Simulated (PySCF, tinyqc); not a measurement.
Inside a calculation (part 1 of 2). Method: RHF in the 6-31g basis, for H4, spin multiplicity 1. The lowest restricted solution is unstable here: a spin-polarised one lies 0.0000 hartree lower (PySCF). Computed by tinyqc, a small Python program that keeps every step (integrals from PySCF). Settings: charge = 0, multiplicity = 1, basis = 6-31g, energy threshold = 1e-08, iteration cap = 68, orthogonalisation = symmetric, start = core, DIIS depth = 0, method = RHF. Command: `OMP_NUM_THREADS=1 python tinyqc.py 20892 20893 out.jsonl` (the two numbers bound the seeds that draw the settings). One thread of a shared host (Intel(R) Xeon(R) Processor @ 2.60GHz), about 0.06 s of CPU time with the checks. Later iterations appear only in the table of the cycle.

## One-electron integrals

Geometry (angstrom):
```
atom         x         y         z
H     0.000000  0.000000  0.000000
H     0.000000  0.000000  1.182000
H     0.000000  0.000000  3.073000
H     0.000000  0.000000  4.255000
```

Basis 6-31g: exponents (1/bohr^2) and contraction coefficients of normalised primitives:
```
element  l (shell)   exponent  coefficient
H            s (1)  18.731137     0.033495
H            s (1)   2.825394     0.234727
H            s (1)   0.640122     0.813757
H            s (2)   0.161278     1.000000
```

Overlap, kinetic and nuclear-attraction integrals over the contracted functions; the nuclear repulsion is the sum of Za Zb / Rab.

nuclear repulsion = 1.64400307 hartree

overlap S, lower triangle:
```
          1H 1s     1H 2s     2H 1s     2H 2s     3H 1s     3H 2s     4H 1s     4H 2s
1H 1s  1.000000
1H 2s  0.658292  1.000000
2H 1s  0.154024  0.341779  1.000000
2H 2s  0.341779  0.668763  0.658292  1.000000
3H 1s  0.000014  0.008013  0.011455  0.123288  1.000000
3H 2s  0.008013  0.065917  0.123288  0.357102  0.658292  1.000000
4H 1s  0.000000  0.000145  0.000014  0.008013  0.154024  0.341779  1.000000
4H 2s  0.000145  0.005442  0.008013  0.065917  0.341779  0.668763  0.658292  1.000000
```

kinetic energy T (hartree), lower triangle:
```
           1H 1s      1H 2s      2H 1s      2H 2s      3H 1s     3H 2s     4H 1s     4H 2s
1H 1s   1.395678
1H 2s   0.259735   0.241917
2H 1s  -0.032379   0.075646   1.395678
2H 2s   0.075646   0.118392   0.259735   0.241917
3H 1s  -0.000081  -0.006036  -0.020241  -0.005664   1.395678
3H 2s  -0.006036  -0.012963  -0.005664   0.027084   0.259735  0.241917
4H 1s   0.000000  -0.000258  -0.000081  -0.006036  -0.032379  0.075646  1.395678
4H 2s  -0.000258  -0.003259  -0.006036  -0.012963   0.075646  0.118392  0.259735  0.241917
```

nuclear attraction V (hartree), lower triangle:
```
           1H 1s      1H 2s      2H 1s      2H 2s      3H 1s      3H 2s      4H 1s      4H 2s
1H 1s  -2.397391
1H 2s  -1.231029  -1.352521
2H 1s  -0.324981  -0.689365  -2.552865
2H 2s  -0.656948  -0.993994  -1.333375  -1.506846
3H 1s  -0.000027  -0.013773  -0.018703  -0.229917  -2.552865
3H 2s  -0.015337  -0.097630  -0.229917  -0.516686  -1.333375  -1.506846
4H 1s   0.000000  -0.000278  -0.000027  -0.015337  -0.324981  -0.656948  -2.397391
4H 2s  -0.000278  -0.007874  -0.013773  -0.097630  -0.689365  -0.993994  -1.231029  -1.352521
```

core Hamiltonian H = T + V (hartree), lower triangle:
```
           1H 1s      1H 2s      2H 1s      2H 2s      3H 1s      3H 2s      4H 1s      4H 2s
1H 1s  -1.001713
1H 2s  -0.971294  -1.110604
2H 1s  -0.357360  -0.613719  -1.157187
2H 2s  -0.581302  -0.875603  -1.073640  -1.264930
3H 1s  -0.000108  -0.019809  -0.038943  -0.235581  -1.157187
3H 2s  -0.021372  -0.110593  -0.235581  -0.489602  -1.073640  -1.264930
4H 1s   0.000000  -0.000536  -0.000108  -0.021372  -0.357360  -0.581302  -1.001713
4H 2s  -0.000536  -0.011133  -0.019809  -0.110593  -0.613719  -0.875603  -0.971294  -1.110604
```

## Two-electron integrals

Functions are numbered as in S; the eight-fold symmetry (ij|kl) = (ji|kl) = (kl|ij) leaves the list below.

Two-electron integrals (ij|kl) in chemists' order, unique and non-zero (hartree):
```
(11|11) 1.076566   (21|11) 0.578470   (21|21) 0.329423   (22|11) 0.587396
(22|21) 0.361304   (22|22) 0.453150   (31|11) 0.115781   (31|21) 0.068672
(31|22) 0.079905   (31|31) 0.021703   (32|11) 0.177448   (32|21) 0.112287
(32|22) 0.147833   (32|31) 0.039634   (32|32) 0.087763   (33|11) 0.445042
(33|21) 0.289164   (33|22) 0.402630   (33|31) 0.115781   (33|32) 0.289264
(33|33) 1.076566   (41|11) 0.289264   (41|21) 0.166156   (41|22) 0.184748
(41|31) 0.039634   (41|32) 0.066867   (41|33) 0.177448   (41|41) 0.087763
(42|11) 0.352599   (42|21) 0.219739   (42|22) 0.283899   (42|31) 0.059146
(42|32) 0.120330   (42|33) 0.352599   (42|41) 0.120330   (42|42) 0.202669
(43|11) 0.289164   (43|21) 0.186590   (43|22) 0.257851   (43|31) 0.068672
(43|32) 0.166156   (43|33) 0.578470   (43|41) 0.112287   (43|42) 0.219739
(43|43) 0.329423   (44|11) 0.402630   (44|21) 0.257851   (44|22) 0.356102
(44|31) 0.079905   (44|32) 0.184748   (44|33) 0.587396   (44|41) 0.147833
(44|42) 0.283899   (44|43) 0.361304   (44|44) 0.453150   (51|11) 4.68e-06
(51|21) 3.07e-06   (51|22) 4.51e-06   (51|31) 1.14e-06   (51|32) 3.16e-06
(51|33) 0.000012   (51|41) 1.85e-06   (51|42) 4.08e-06   (51|43) 0.000007
(51|44) 0.000008   (52|11) 0.001713   (52|21) 0.001128   (52|22) 0.001710
(52|31) 0.000349   (52|32) 0.000951   (52|33) 0.003244   (52|41) 0.000643
(52|42) 0.001481   (52|43) 0.002103   (52|44) 0.002959   (52|51) 5.67e-08
(52|52) 0.000046   (53|11) 0.002856   (53|21) 0.001880   (53|22) 0.002844
(53|31) 0.000615   (53|32) 0.001748   (53|33) 0.006251   (53|41) 0.001090
(53|42) 0.002546   (53|43) 0.003947   (53|44) 0.005136   (53|51) 1.11e-07
(53|52) 0.000068   (53|53) 0.000118   (54|11) 0.024036   (54|21) 0.015823
(54|22) 0.024024   (54|31) 0.004753   (54|32) 0.012711   (54|33) 0.042482
(54|41) 0.008944   (54|42) 0.020418   (54|43) 0.027805   (54|44) 0.040496
(54|51) 7.34e-07   (54|52) 0.000702   (54|53) 0.000934   (54|54) 0.011251
(55|11) 0.172202   (55|21) 0.113359   (55|22) 0.172198   (55|31) 0.032940
(55|32) 0.085726   (55|33) 0.279833   (55|41) 0.063417   (55|42) 0.142498
(55|43) 0.184172   (55|44) 0.277380   (55|51) 4.68e-06   (55|52) 0.005545
(55|53) 0.006251   (55|54) 0.098545   (55|55) 1.076566   (61|11) 0.005545
(61|21) 0.003325   (61|22) 0.003971   (61|31) 0.000989   (61|32) 0.001870
(61|33) 0.005447   (61|41) 0.001885   (61|42) 0.002908   (61|43) 0.003293
(61|44) 0.003965   (61|51) 5.67e-08   (61|52) 0.000018   (61|53) 0.000032
(61|54) 0.000247   (61|55) 0.001713   (61|61) 0.000046   (62|11) 0.021952
(62|21) 0.014251   (62|22) 0.020451   (62|31) 0.004569   (62|32) 0.011300
(62|33) 0.037200   (62|41) 0.008250   (62|42) 0.017018   (62|43) 0.022996
(62|44) 0.029165   (62|51) 5.14e-07   (62|52) 0.000230   (62|53) 0.000390
(62|54) 0.003177   (62|55) 0.021952   (62|61) 0.000230   (62|62) 0.001969
(63|11) 0.042438   (63|21) 0.027799   (63|22) 0.040529   (63|31) 0.010090
(63|32) 0.027100   (63|33) 0.098545   (63|41) 0.016620   (63|42) 0.035998
(63|43) 0.057334   (63|44) 0.065078   (63|51) 1.36e-06   (63|52) 0.000497
(63|53) 0.000934   (63|54) 0.006545   (63|55) 0.042482   (63|61) 0.000501
(63|62) 0.004435   (63|63) 0.011251   (64|11) 0.088536   (64|21) 0.058125
(64|22) 0.086832   (64|31) 0.018333   (64|32) 0.048250   (64|33) 0.162117
(64|41) 0.033402   (64|42) 0.074095   (64|43) 0.102678   (64|44) 0.137861
(64|51) 2.51e-06   (64|52) 0.001501   (64|53) 0.002339   (64|54) 0.021856
(64|55) 0.162117   (64|61) 0.000940   (64|62) 0.009993   (64|63) 0.021856
(64|64) 0.057786   (65|11) 0.113359   (65|21) 0.074624   (65|22) 0.113351
(65|31) 0.021684   (65|32) 0.056421   (65|33) 0.184172   (65|41) 0.041747
(65|42) 0.093736   (65|43) 0.121135   (65|44) 0.181572   (65|51) 3.07e-06
(65|52) 0.003325   (65|53) 0.003947   (65|54) 0.057334   (65|55) 0.578470
(65|61) 0.001128   (65|62) 0.014251   (65|63) 0.027805   (65|64) 0.102678
(65|65) 0.329423   (66|11) 0.172198   (66|21) 0.113351   (66|22) 0.172035
(66|31) 0.032912   (66|32) 0.085199   (66|33) 0.277380   (66|41) 0.063401
(66|42) 0.141483   (66|43) 0.181572   (66|44) 0.267973   (66|51) 4.51e-06
(66|52) 0.003971   (66|53) 0.005136   (66|54) 0.065078   (66|55) 0.587396
(66|61) 0.001710   (66|62) 0.020451   (66|63) 0.040496   (66|64) 0.137861
(66|65) 0.361304   (66|66) 0.453150   (72|11) 0.000022   (72|21) 0.000015
(72|22) 0.000022   (72|31) 4.20e-06   (72|32) 0.000011   (72|33) 0.000034
(72|41) 0.000008   (72|42) 0.000018   (72|43) 0.000023   (72|44) 0.000034
(72|52) 5.90e-07   (72|53) 6.77e-07   (72|54) 0.000011   (72|55) 0.000112
(72|61) 2.18e-07   (72|62) 2.65e-06   (72|63) 0.000005   (72|64) 0.000019
(72|65) 0.000066   (72|66) 0.000076   (72|72) 1.50e-08   (73|11) 2.65e-06
(73|21) 1.74e-06   (73|22) 2.65e-06   (73|31) 5.23e-07   (73|32) 1.40e-06
(73|33) 4.68e-06   (73|41) 9.85e-07   (73|42) 2.25e-06   (73|43) 3.07e-06
(73|44) 4.51e-06   (73|52) 8.45e-08   (73|53) 1.11e-07   (73|54) 1.36e-06
(73|55) 0.000012   (73|61) 2.72e-08   (73|62) 3.58e-07   (73|63) 7.34e-07
(73|64) 2.51e-06   (73|65) 0.000007   (73|66) 0.000008   (74|11) 0.001159
(74|21) 0.000763   (74|22) 0.001159   (74|31) 0.000213   (74|32) 0.000538
(74|33) 0.001713   (74|41) 0.000422   (74|42) 0.000925   (74|43) 0.001128
(74|44) 0.001710   (74|51) 2.72e-08   (74|52) 0.000028   (74|53) 0.000032
(74|54) 0.000501   (74|55) 0.005447   (74|61) 0.000011   (74|62) 0.000131
(74|63) 0.000247   (74|64) 0.000940   (74|65) 0.003293   (74|66) 0.003965
(74|72) 8.09e-07   (74|73) 5.67e-08   (74|74) 0.000046   (75|11) 0.022276
(75|21) 0.014664   (75|22) 0.022276   (75|31) 0.004102   (75|32) 0.010340
(75|33) 0.032940   (75|41) 0.008103   (75|42) 0.017772   (75|43) 0.021684
(75|44) 0.032912   (75|51) 5.23e-07   (75|52) 0.000549   (75|53) 0.000615
(75|54) 0.010090   (75|55) 0.115781   (75|61) 0.000213   (75|62) 0.002525
(75|63) 0.004753   (75|64) 0.018333   (75|65) 0.068672   (75|66) 0.079905
(75|72) 0.000017   (75|73) 1.14e-06   (75|74) 0.000989   (75|75) 0.021703
(76|11) 0.044832   (76|21) 0.029512   (76|22) 0.044832   (76|31) 0.008103
(76|32) 0.020127   (76|33) 0.063417   (76|41) 0.016210   (76|42) 0.035129
(76|43) 0.041747   (76|44) 0.063401   (76|51) 9.85e-07   (76|52) 0.000930
(76|53) 0.001090   (76|54) 0.016620   (76|55) 0.177448   (76|61) 0.000422
(76|62) 0.004767   (76|63) 0.008944   (76|64) 0.033402   (76|65) 0.112287
(76|66) 0.147833   (76|72) 0.000030   (76|73) 1.85e-06   (76|74) 0.001885
(76|75) 0.039634   (76|76) 0.087763   (77|11) 0.124366   (77|21) 0.081869
(77|22) 0.124366   (77|31) 0.022276   (77|32) 0.054936   (77|33) 0.172202
(77|41) 0.044832   (77|42) 0.096587   (77|43) 0.113359   (77|44) 0.172198
(77|51) 2.65e-06   (77|52) 0.002397   (77|53) 0.002856   (77|54) 0.042438
(77|55) 0.445042   (77|61) 0.001159   (77|62) 0.012829   (77|63) 0.024036
(77|64) 0.088536   (77|65) 0.289164   (77|66) 0.402630   (77|72) 0.000083
(77|73) 4.68e-06   (77|74) 0.005545   (77|75) 0.115781   (77|76) 0.289264
(77|77) 1.076566   (81|11) 0.000083   (81|21) 0.000052   (81|22) 0.000066
(81|31) 0.000017   (81|32) 0.000036   (81|33) 0.000112   (81|41) 0.000030
(81|42) 0.000052   (81|43) 0.000066   (81|44) 0.000076   (81|52) 3.75e-07
(81|53) 6.77e-07   (81|54) 0.000005   (81|55) 0.000034   (81|61) 8.09e-07
(81|62) 4.56e-06   (81|63) 0.000011   (81|64) 0.000019   (81|65) 0.000023
(81|66) 0.000034   (81|74) 2.18e-07   (81|75) 4.20e-06   (81|76) 0.000008
(81|77) 0.000022   (81|81) 1.50e-08   (82|11) 0.001349   (82|21) 0.000886
(82|22) 0.001323   (82|31) 0.000279   (82|32) 0.000735   (82|33) 0.002470
(82|41) 0.000509   (82|42) 0.001129   (82|43) 0.001565   (82|44) 0.002101
(82|51) 3.83e-08   (82|52) 0.000023   (82|53) 0.000036   (82|54) 0.000333
(82|55) 0.002470   (82|61) 0.000014   (82|62) 0.000152   (82|63) 0.000333
(82|64) 0.000881   (82|65) 0.001565   (82|66) 0.002101   (82|72) 2.92e-07
(82|73) 3.83e-08   (82|74) 0.000014   (82|75) 0.000279   (82|76) 0.000509
(82|77) 0.001349   (82|81) 2.92e-07   (82|82) 0.000013   (83|11) 0.002397
(83|21) 0.001575   (83|22) 0.002342   (83|31) 0.000549   (83|32) 0.001526
(83|33) 0.005545   (83|41) 0.000930   (83|42) 0.002096   (83|43) 0.003325
(83|44) 0.003971   (83|51) 8.45e-08   (83|52) 0.000037   (83|53) 0.000068
(83|54) 0.000497   (83|55) 0.003244   (83|61) 0.000028   (83|62) 0.000282
(83|63) 0.000702   (83|64) 0.001501   (83|65) 0.002103   (83|66) 0.002959
(83|72) 3.75e-07   (83|73) 5.67e-08   (83|74) 0.000018   (83|75) 0.000349
(83|76) 0.000643   (83|77) 0.001713   (83|81) 5.90e-07   (83|82) 0.000023
(83|83) 0.000046   (84|11) 0.012829   (84|21) 0.008443   (84|22) 0.012786
(84|31) 0.002525   (84|32) 0.006639   (84|33) 0.021952   (84|41) 0.004767
(84|42) 0.010719   (84|43) 0.014251   (84|44) 0.020451   (84|51) 3.58e-07
(84|52) 0.000282   (84|53) 0.000390   (84|54) 0.004435   (84|55) 0.037200
(84|61) 0.000131   (84|62) 0.001547   (84|63) 0.003177   (84|64) 0.009993
(84|65) 0.022996   (84|66) 0.029165   (84|72) 4.56e-06   (84|73) 5.14e-07
(84|74) 0.000230   (84|75) 0.004569   (84|76) 0.008250   (84|77) 0.021952
(84|81) 2.65e-06   (84|82) 0.000152   (84|83) 0.000230   (84|84) 0.001969
(85|11) 0.054936   (85|21) 0.036164   (85|22) 0.054935   (85|31) 0.010340
(85|32) 0.026544   (85|33) 0.085726   (85|41) 0.020127   (85|42) 0.044760
(85|43) 0.056421   (85|44) 0.085199   (85|51) 1.40e-06   (85|52) 0.001526
(85|53) 0.001748   (85|54) 0.027100   (85|55) 0.289264   (85|61) 0.000538
(85|62) 0.006639   (85|63) 0.012711   (85|64) 0.048250   (85|65) 0.166156
(85|66) 0.184748   (85|72) 0.000036   (85|73) 3.16e-06   (85|74) 0.001870
(85|75) 0.039634   (85|76) 0.066867   (85|77) 0.177448   (85|81) 0.000011
(85|82) 0.000735   (85|83) 0.000951   (85|84) 0.011300   (85|85) 0.087763
(86|11) 0.096587   (86|21) 0.063582   (86|22) 0.096579   (86|31) 0.017772
(86|32) 0.044760   (86|33) 0.142498   (86|41) 0.035129   (86|42) 0.076941
(86|43) 0.093736   (86|44) 0.141483   (86|51) 2.25e-06   (86|52) 0.002096
(86|53) 0.002546   (86|54) 0.035998   (86|55) 0.352599   (86|61) 0.000925
(86|62) 0.010719   (86|63) 0.020418   (86|64) 0.074095   (86|65) 0.219739
(86|66) 0.283899   (86|72) 0.000052   (86|73) 4.08e-06   (86|74) 0.002908
(86|75) 0.059146   (86|76) 0.120330   (86|77) 0.352599   (86|81) 0.000018
(86|82) 0.001129   (86|83) 0.001481   (86|84) 0.017018   (86|85) 0.120330
(86|86) 0.202669   (87|11) 0.081869   (87|21) 0.053894   (87|22) 0.081869
(87|31) 0.014664   (87|32) 0.036164   (87|33) 0.113359   (87|41) 0.029512
(87|42) 0.063582   (87|43) 0.074624   (87|44) 0.113351   (87|51) 1.74e-06
(87|52) 0.001575   (87|53) 0.001880   (87|54) 0.027799   (87|55) 0.289164
(87|61) 0.000763   (87|62) 0.008443   (87|63) 0.015823   (87|64) 0.058125
(87|65) 0.186590   (87|66) 0.257851   (87|72) 0.000052   (87|73) 3.07e-06
(87|74) 0.003325   (87|75) 0.068672   (87|76) 0.166156   (87|77) 0.578470
(87|81) 0.000015   (87|82) 0.000886   (87|83) 0.001128   (87|84) 0.014251
(87|85) 0.112287   (87|86) 0.219739   (87|87) 0.329423   (88|11) 0.124366
(88|21) 0.081869   (88|22) 0.124365   (88|31) 0.022276   (88|32) 0.054935
(88|33) 0.172198   (88|41) 0.044832   (88|42) 0.096579   (88|43) 0.113351
(88|44) 0.172035   (88|51) 2.65e-06   (88|52) 0.002342   (88|53) 0.002844
(88|54) 0.040529   (88|55) 0.402630   (88|61) 0.001159   (88|62) 0.012786
(88|63) 0.024024   (88|64) 0.086832   (88|65) 0.257851   (88|66) 0.356102
(88|72) 0.000066   (88|73) 4.51e-06   (88|74) 0.003971   (88|75) 0.079905
(88|76) 0.184748   (88|77) 0.587396   (88|81) 0.000022   (88|82) 0.001323
(88|83) 0.001710   (88|84) 0.020451   (88|85) 0.147833   (88|86) 0.283899
(88|87) 0.361304   (88|88) 0.453150
```

## Orthogonalisation

S = U s U^T; symmetric (Loewdin) form X = U s^(-1/2) U^T, so that X^T S X = 1.

eigenvalues of S: 0.098620  0.216032  0.350456  0.403565  0.932960  1.063696  2.243966  2.690704

X, lower triangle:
```
           1H 1s      1H 2s      2H 1s      2H 2s      3H 1s      3H 2s      4H 1s     4H 2s
1H 1s   1.253591
1H 2s  -0.501754   1.604596
2H 1s   0.000912   0.052945   1.271757
2H 2s   0.023970  -0.655243  -0.565044   1.810690
3H 1s  -0.004399  -0.040518  -0.006701   0.106798   1.271757
3H 2s   0.009416   0.206786   0.106798  -0.544043  -0.565044   1.810690
4H 1s  -0.000294  -0.002404  -0.004399   0.009416   0.000912   0.023970   1.253591
4H 2s  -0.002404  -0.084732  -0.040518   0.206786   0.052945  -0.655243  -0.501754  1.604596
```

## Starting guess

The start is the orbitals of the core Hamiltonian; D = 2 C_occ C_occ^T.

D at the start, lower triangle:
```
           1H 1s      1H 2s      2H 1s      2H 2s     3H 1s     3H 2s     4H 1s     4H 2s
1H 1s   0.143972
1H 2s   0.054948   0.021226
2H 1s   0.228417   0.085693   0.371050
2H 2s   0.255881   0.096981   0.409917   0.456582
3H 1s  -0.030466  -0.021262   0.007840  -0.028511  0.371050
3H 2s  -0.056615  -0.032123  -0.028511  -0.072642  0.409917  0.456582
4H 1s  -0.040552  -0.021286  -0.030466  -0.056615  0.228417  0.255881  0.143972
4H 2s  -0.021286  -0.010269  -0.021262  -0.032123  0.085693  0.096981  0.054948  0.021226
```

## Iteration 1: building the Fock matrix

J_ij = sum D_kl (ij|kl), K_ij = sum D_kl (ik|jl); F = H + J - 0.5 K; E = tr D H + tr D J / 2 - 0.25 tr D K + E_nn.

Coulomb J (hartree), lower triangle:
```
          1H 1s     1H 2s     2H 1s     2H 2s     3H 1s     3H 2s     4H 1s     4H 2s
1H 1s  1.423253
1H 2s  0.885236  1.175735
2H 1s  0.267539  0.607105  1.983640
2H 2s  0.499187  0.919695  1.190950  1.488229
3H 1s  0.000025  0.013857  0.019912  0.218886  1.983640
3H 2s  0.013071  0.099531  0.218886  0.540233  1.190950  1.488229
4H 1s  0.000000  0.000249  0.000025  0.013071  0.267539  0.499187  1.423253
4H 2s  0.000249  0.008233  0.013857  0.099531  0.607105  0.919695  0.885236  1.175735
```

exchange K (hartree), lower triangle:
```
           1H 1s      1H 2s      2H 1s     2H 2s     3H 1s     3H 2s     4H 1s     4H 2s
1H 1s   0.549942
1H 2s   0.504232   0.559365
2H 1s   0.465873   0.652920   1.191821
2H 2s   0.493083   0.638328   0.948634  0.886748
3H 1s  -0.009148   0.011718   0.044341  0.190657  1.191821
3H 2s   0.046615   0.095269   0.190657  0.305895  0.948634  0.886748
4H 1s  -0.018334  -0.015772  -0.009148  0.046615  0.465873  0.493083  0.549942
4H 2s  -0.015772  -0.006398   0.011718  0.095269  0.652920  0.638328  0.504232  0.559365
```

Fock matrix F (hartree), lower triangle:
```
           1H 1s      1H 2s      2H 1s      2H 2s      3H 1s      3H 2s      4H 1s      4H 2s
1H 1s   0.146569
1H 2s  -0.338174  -0.214552
2H 1s  -0.322758  -0.333074   0.230543
2H 2s  -0.328656  -0.275072  -0.357007  -0.220075
3H 1s   0.004492  -0.011812  -0.041202  -0.112023   0.230543
3H 2s  -0.031609  -0.058697  -0.112023  -0.102317  -0.357007  -0.220075
4H 1s   0.009167   0.007598   0.004492  -0.031609  -0.322758  -0.328656   0.146569
4H 2s   0.007598   0.000298  -0.011812  -0.058697  -0.333074  -0.275072  -0.338174  -0.214552
```

total energy of this density = -1.92815181 hartree
